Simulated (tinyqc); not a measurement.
# Undoped gate-all-around wire MOSFET, analytic charge model: effect of the temperature

An undoped round wire of radius R under an insulator shell and a surrounding gate; long channel, electrons only, n = ni exp((psi - V)/Vt) with V the quasi-Fermi potential (0 at the source, Vd at the drain), constant mobility, no quantisation. The radial Poisson equation gives n(r) = n(0)/(1 - (1 - b) r^2/R^2)^2 with b = Q0/(Q + Q0). Q is the electron charge per area of the wire surface.

Nc and Nv are given at 300 K and scale as (T/300 K)^1.5; Eg and mu are held fixed. ni = sqrt(Nc Nv) exp(-Eg/(2 Vt)), Eg in volts; Cox = eps0 eox/(R ln(1 + tox/R)); Q0 = 4 eps0 eps_r Vt/R; V0 = dphi + Vt ln[8 eps0 eps_r Vt/(q ni R^2)]. Q solves Vg - V0 - V = Q/Cox + Vt ln(Q/Q0) + Vt ln(1 + Q/Q0). I = mu (2 pi R/L)[2 Vt (Qs - Qd) + (Qs^2 - Qd^2)/(2 Cox) + Vt Q0 ln((Qd + Q0)/(Qs + Q0))], with Qs at V = 0 and Qd at V = Vd.  I(low) is taken at Vg = 0.61 V, Qs and I(high) at Vg = 1.36 V.

Parameters, values chosen for the exercise; material values close to those of gallium arsenide:
- Eg = 1.4 eV (band gap)
- eps_r = 12.7 (relative permittivity of the semiconductor)
- Nc = 4.45e17 cm^-3 (conduction-band density of states at the reference temperature)
- Nv = 9.09e18 cm^-3 (valence-band density of states at the reference temperature)
- eox = 8.65 (relative permittivity of the gate insulator)
- tox = 2.9 nm (insulator thickness)
- R = 6 nm (wire radius)
- dphi = 0.14 V (gate work function less that of the intrinsic body)
- mu = 160 cm^2/(V s) (channel mobility)
- L = 2 um (gate length)
- Vd = 1 V (drain voltage)

Constants: q = 1.602176634e-19 C, kB = 1.380649e-23 J/K, Vt = kB T/q, eps0 = 8.8541878128e-14 F/cm where lengths are in cm. Results are converted to the units shown.

Effect of the temperature:
```
T (K)	V0 (V)	I(low) (nA)	Qs(high) (nC/cm^2)	I(high) (uA)
220	0.8561	1.869e-5	1349	0.9826
250	0.8569	1.103e-4	1327	0.9691
280	0.8576	4.597e-4	1307	0.9586
310	0.8581	0.001491	1290	0.9507
340	0.8585	0.004015	1275	0.9450
370	0.8588	0.009371	1261	0.9412
400	0.8590	0.01955	1249	0.9392
430	0.8591	0.03728	1239	0.9388
```

What does the comparison show?

As T goes from 220 to 430 K, I(low) rises from 1.87e-5 to 0.0373 nA and I(high) falls from 0.983 to 0.939 uA. V0 stays near 0.858 V. In every row the surface density at the source at the higher gate voltage passes 0.3 Nc, where Boltzmann statistics fail. In every row the mobility is held fixed, though a real one changes with T. In every row the body is thin enough for quantum confinement, left out here, to raise the threshold.

Program tinyqc, `OMP_NUM_THREADS=1 python tinyqc.py 2460107 2460108 out.jsonl`; Intel Xeon 2.30GHz, shared host, one thread, about 0.03 s.
